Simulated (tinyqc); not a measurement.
Zener tunnelling in a reverse-biased junction, two-band WKB: two steps of the calculation.

Abrupt p-n junction, depletion approximation. Energies E are counted from the conduction-band edge of the neutral n side; its Fermi level lies at dn, that of the p side at dn - V, and the valence-band edge of the neutral p side at Em = dn + dp - V. Tunnelling needs 0 < E < Em. Two-band dispersion with equal masses m: inside the gap kappa = sqrt(m u (1 - u/Eg)/C), u the distance from a band edge, C = hbar^2/(2 m0).

Parameters, values chosen for the exercise; band and dielectric values close to those of indium phosphide:

| symbol | value | unit | meaning |
|---|---|---|---|
| T | 300 | K | temperature |
| Eg | 1.35 | eV | band gap |
| eps_r | 12.4 |  | relative permittivity |
| m | 0.087 | m0 | band-edge mass of the two-band model |
| Na | 6.1e18 | cm^-3 | acceptor density |
| Nd | 2.2e18 | cm^-3 | donor density |
| V | -2.4 | V | bias of the p side |
| nE | 9 |  | points of the energy grid |

Constants: q = 1.602176634e-19 C, kB = 1.380649e-23 J/K, hbar = 1.054571817e-34 J s, h = 6.62607015e-34 J s, m0 = 9.1093837015e-31 kg, Vt = kB T/q, eps0 = 8.8541878128e-14 F/cm where lengths are in cm, hbar^2/(2 m0) = 0.0380998212 eV nm^2. Results are converted to the units shown.

Task 1. Width, field and exponent. W = sqrt(2 eps0 eps_r (Vbi - V)(1/Na + 1/Nd)/q), mean field F = (Vbi - V)/W, peak field 2 F. In a uniform field F the exponent is S = pi sqrt(m/C) Eg^1.5/(4 F). Transverse energy Et = C kt^2/m raises it to S (1 + 4 Et/Eg), so T = exp(-S) exp(-Et/Eb) with Eb = Eg/(4 S). KJ = (2 q^2/h) m/(4 pi C) (times 1e14 for A/cm^2 per eV^2).

Vbi = 1.4072875 V

Find: W; mean field; S; exp(-S); Eb; tunnelling length Eg/F.

Result 1.

W = 56.809 nm
mean field = 0.67019 MV/cm
S = 27.777
exp(-S) = 8.6399e-13
Eb = 12.150 meV
tunnelling length Eg/F = 20.143 nm

Task 2. Current density on a coarse grid. J = KJ exp(-S) Eb times the integral from 0 to Em of [f(E - dn) - f(E - dn + V)] [1 - exp(-min(E, Em - E)/Eb)] dE, f(x) = 1/(1 + exp(x/Vt)), with S and Eb from the mean field; J > 0 flows from p to n. Simpson's rule on nE equally spaced points from 0 to Em.

dn = 0.067779117 eV
dp = -0.010491568 eV
S = 27.777212
Eb = 12.150248 meV

Wanted: E; difference of the f; transverse factor; integral; KJ; J.

Result 2.

```
point  E (eV)  difference of the f  transverse factor
0      0.0000              -0.0677             0.0000
1      0.3072              -0.9999             1.0000
2      0.6143              -1.0000             1.0000
3      0.9215              -1.0000             1.0000
4      1.2286              -1.0000             1.0000
5      1.5358              -1.0000             1.0000
6      1.8430              -1.0000             1.0000
7      2.1501              -1.0000             1.0000
8      2.4573              -0.6001             0.0000
```

integral = -2.2525 eV
KJ = 1.4079e9 A/(cm^2 eV^2)
J = -3.3292e-5 A/cm^2

Range of the model: Parabolic densities of states, no band tails and no gap narrowing, all of which matter at such doping.

Numbers from tinyqc (`OMP_NUM_THREADS=1 python tinyqc.py 2620072 2620073 out.jsonl`; about 0.01 s on one thread of a shared Intel Xeon 2.30GHz).
